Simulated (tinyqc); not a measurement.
The internal displacement: deformation potentials from a strained empirical pseudopotential.

Diamond lattice, no spin-orbit coupling. Atomic form factor V(q) = a1 (q^2 - a2)/(a3 exp(a4 q^2) - 1) in rydberg with q in 1/bohr, for the unstrained cell. Under a strain e the reciprocal vectors and k go over into (1 + e)^(-1) G, the atoms sit at +/- tau with tau = (1 + e) a (1,1,1)/8 - zeta a (eyz, ezx, exy)/4, and H(G,G') = c |k + G|^2 delta + (V(q)/det(1 + e)) cos(q.tau), q = G - G', with the term q = 0 left out; c = hbar^2/2m0. The basis is fixed before straining: all G with |k + G|^2 up to 16 (2 pi/a)^2. k is given in units of 2 pi/a of the unstrained cell.

Constants: hbar^2/2m0 = 3.80998211 eV angstrom^2; Ry = 13.60569312 eV; a0 (Bohr radius) = 0.5291772105 angstrom.

Parameters, chosen for this exercise (out of a larger set: near those of Si; not measured data):
- a = 5.437 angstrom (lattice constant)
- A = (0.543, 2.214, 2.077, 0.487) (a1 (Ry bohr^2), a2 (1/bohr^2), a3, a4 (bohr^2))
- h = 0.004 (size of the test strain)

Xu of L (level 5, the lowest empty one) and d from exy = eyz = ezx = h for several zeta: Xu = [E(L [111]) - E(L [1-1-1])]/((8/3) h), d = (single valence level - pair)/(3 sqrt(3) h). zeta = 0 strains the bonds with the lattice; zeta = 1 keeps all four bond lengths equal to first order.

Results:

| zeta | Xu (L) (eV) | d (eV) |
|---|---|---|
| 0.00 | 10.81 | 0.94 |
| 0.25 | 11.28 | -1.42 |
| 0.50 | 11.76 | -3.78 |
| 0.60 | 11.95 | -4.73 |
| 0.75 | 12.26 | -6.14 |
| 1.00 | 12.77 | -8.50 |

What can be read from this table?

From zeta = 0 to 1, d goes from 0.94 to -8.50 eV and Xu (L) from 10.81 to 12.77 eV, both nearly linearly: the displacement is an optical-phonon mode, and d = d(0) - zeta d0/4 gives its deformation potential d0 = 38 eV. Leaving the relaxation out (zeta = 0 for 0.5) moves d by +4.73 eV, which reverses its sign, and Xu (L) by -0.95 eV. Tetragonal strain has no such freedom.

Program tinyqc; command `OMP_NUM_THREADS=1 python tinyqc.py 1880811 1880812 out.jsonl`; about 0.2 s on one thread of a shared Intel(R) Xeon(R) Processor @ 2.30GHz.
